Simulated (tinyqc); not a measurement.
Illuminated p-n diode, drift-diffusion by the Gummel loop with Scharfetter-Gummel fluxes: one step of the calculation.

Abrupt junction at x = 0, p side from -Lp, n side to Ln, ohmic contacts. psi is counted from the intrinsic level; n = ni exp((psi - phin)/Vt), p = ni exp((phip - psi)/Vt). Contacts: p side psi = V - Vt ln(Na/ni), p = Na, n = ni^2/Na; n side psi = Vt ln(Nd/ni), n = Nd, p = ni^2/Nd. Constant mobilities, D = mu Vt, Boltzmann statistics, SRH recombination through a mid-gap level, U = (n p - ni^2)/(tp (n + ni) + tn (p + ni)). Current is positive from the p contact to the n contact.

Question. Hole continuity. With psi and the new n held, F_i = (mup Vt/h_i) [p_(i+1) B(-d_i) - p_i B(d_i)], d_i = (psi_(i+1) - psi_i)/Vt, B(d) = d/(exp(d) - 1); solve F_i - F_(i-1) = w_i [(n_i p_i - ni^2)/den_i - G] for the new p, with den = tp (n + ni) + tn (p + ni) taken at the new n and the old p, h_i = x_(i+1) - x_i, w_i = (h_(i-1) + h_i)/2; phip = psi + Vt ln(p/ni).

Values chosen for this exercise; band and dielectric values close to those of indium phosphide:
- T = 300 K (temperature)
- Na = 6.5e17 cm^-3 (acceptor density of the p side)
- Nd = 1.6e16 cm^-3 (donor density of the n side)
- mup = 140 cm^2/(V s) (hole mobility)
- tn = 4e-10 s (SRH lifetime of electrons)
- tp = 4e-7 s (SRH lifetime of holes)
- G = 1e21 cm^-3 s^-1 (uniform generation rate)

Constants: q = 1.602176634e-19 C, kB = 1.380649e-23 J/K, Vt = kB T/q. Results are converted to the units shown.

```
node  x (nm)      psi (V)  new n (cm^-3)  p after Poisson (cm^-3)
0      -1300  -0.11978836   2.0747734e-4                   6.5e17
1       -572  -0.11978836   2.9610511e10                   6.5e17
2       -246  -0.11978836   1.8255567e10             6.4999999e17
3       -101  -0.11978771    8.1629843e9             6.4998367e17
4      -35.6  -0.11962217    2.6024095e9             6.4583485e17
5       -6.5  -0.11112327    4.1755428e8             4.6488585e17
6        6.5  -0.03280329    5.2227843e8             2.2471319e16
7       31.7   0.09177570    1.0709872e9             1.8146533e14
8       80.5   0.29004098   8.6707214e11             8.4739051e10
9        175   0.51460800   5.1284220e15              1.4306179e7
10       358   0.54338013   1.5607489e16              4.7008144e6
11       713   0.54401885   1.5997838e16              4.5860955e6
12      1400   0.54402263         1.6e16             0.0084287670
```

ni = 1.1612936e7 cm^-3

Find: new p; phip after round 1.

Answer.

```
node  new p (cm^-3)  phip after round 1 (V)
0         6.5000e17                 0.52000
1         6.5000e17                 0.52000
2         6.5000e17                 0.52000
3         6.4999e17                 0.52000
4         6.4584e17                 0.52000
5         4.6489e17                 0.52000
6         2.2472e16                 0.52000
7         1.8148e14                 0.52000
8         9.8171e10                 0.52380
9         2.0825e10                 0.70829
10        1.7572e11                 0.79219
11        4.4733e11                 0.81699
12        0.0084288                 0.00000
```

Program tinyqc, `OMP_NUM_THREADS=1 python tinyqc.py 2240004 2240005 out.jsonl`; Intel Xeon 2.30GHz, shared host, one thread, about 0.8 s.
